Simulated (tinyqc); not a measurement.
Worked calculation: Hueckel theory of the pi electrons, for the molecule O=Cc1cc[nH]c1 (SMILES; centres numbered as the heavy atoms are written). One step of it, computed by the program tinyqc.

Task: Energy, charges, bond orders. E = sum n x; q_r = z_r - P_rr; bond order p = P_rs; free valence = sqrt(3) - sum of p over the bonds of the atom.

x values: [2.388464, 1.822841, 1.137575, 0.652669, -0.510628, -1.089940, -1.900981]

occupations: [2.000000, 2.000000, 2.000000, 2.000000, 0.000000, 0.000000, 0.000000]

charge and bond-order matrix P, order 1O, 2C, 3C, 4C, 5C, 6N, 7C:
$$\begin{pmatrix}
1.550344 & 0.753342 & -0.135993 & -0.128129 & 0.083350 & 0.105161 & -0.276914 \\
0.753342 & 0.661009 & 0.484292 & 0.075486 & -0.127350 & -0.102270 & 0.225049 \\
-0.135993 & 0.484292 & 1.097537 & 0.485071 & -0.089681 & -0.180407 & 0.679390 \\
-0.128129 & 0.075486 & 0.485071 & 1.088932 & 0.819516 & -0.196378 & -0.156561 \\
0.083350 & -0.127350 & -0.089681 & 0.819516 & 1.021510 & 0.416205 & -0.351421 \\
0.105161 & -0.102270 & -0.180407 & -0.196378 & 0.416205 & 1.695945 & 0.499805 \\
-0.276914 & 0.225049 & 0.679390 & -0.156561 & -0.351421 & 0.499805 & 0.884723
\end{pmatrix}$$

Centres:
```
centre  z_r, pi electrons of the neutral centre         h
1O                                            1  1.000000
2C                                            1  0.000000
3C                                            1  0.000000
4C                                            1  0.000000
5C                                            1  0.000000
6N                                            2  1.500000
7C                                            1  0.000000
```

Bonds:
```
i  j         k
1  2  1.000000
2  3         1
3  4         1
4  5         1
5  6  0.800000
6  7  0.800000
7  3         1
```

Give: pi energy = 8 alpha + this times beta; pi charges; Bond orders and lengths from R = 1.517 - 0.180 p; free valence of the carbons; gap between the highest filled and the next level.

Result:

pi energy = 8 alpha + this times beta = 12.003

pi charges: 1O -0.550, 2C 0.339, 3C -0.098, 4C -0.089, 5C -0.022, 6N 0.304, 7C 0.115

Bond orders and lengths from R = 1.517 - 0.180 p (angstrom, C-C alone):
```
bond      p      R
1-2   0.753      -
2-3   0.484  1.430
3-4   0.485  1.430
4-5   0.820  1.369
5-6   0.416      -
6-7   0.500      -
7-3   0.679  1.395
```

free valence of the carbons: 2C 0.494, 3C 0.083, 4C 0.427, 5C 0.496, 7C 0.553

gap between the highest filled and the next level = 1.163 |beta|
